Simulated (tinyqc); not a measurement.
Straight dislocations in isotropic elasticity: fields, energies, partials, Peierls stress and walls: one step, computed by the program tinyqc.

The line runs along z, the glide plane is y = 0, and beta is the angle between b and the line (0 screw, 90 degrees edge): b_e = b sin(beta) along +x with the extra half plane at y > 0, b_s = b cos(beta). Stress is positive in tension.

Question. Stress at a point. With D = G b_e/(2 pi (1 - nu)), S = G b_s/(2 pi), r^2 = x^2 + y^2: s_xx = -D y (3x^2 + y^2)/r^4, s_yy = D y (x^2 - y^2)/r^4, s_xy = D x (x^2 - y^2)/r^4, s_zz = nu (s_xx + s_yy), s_xz = -S y/r^2, s_yz = S x/r^2. Pressure p = -trace/3.

Inputs (values chosen for the exercise, modelled on nickel): shear modulus G = 78.8 GPa; Poisson ratio nu = 0.314; Burgers vector b = 2.492 angstrom.

Character: 60-degree.

field point (x, y) (nm): [7.1, -5.9]

Give: stress; pressure p.

Answer.

stress (MPa), rows x, y, z:
```
[[596.32, 60.17, 108.19],
 [60.17, -50.00, 130.19],
 [108.19, 130.19, 171.54]]
```

pressure p = -239.29 MPa

The point lies below the glide plane, on the stretched side.
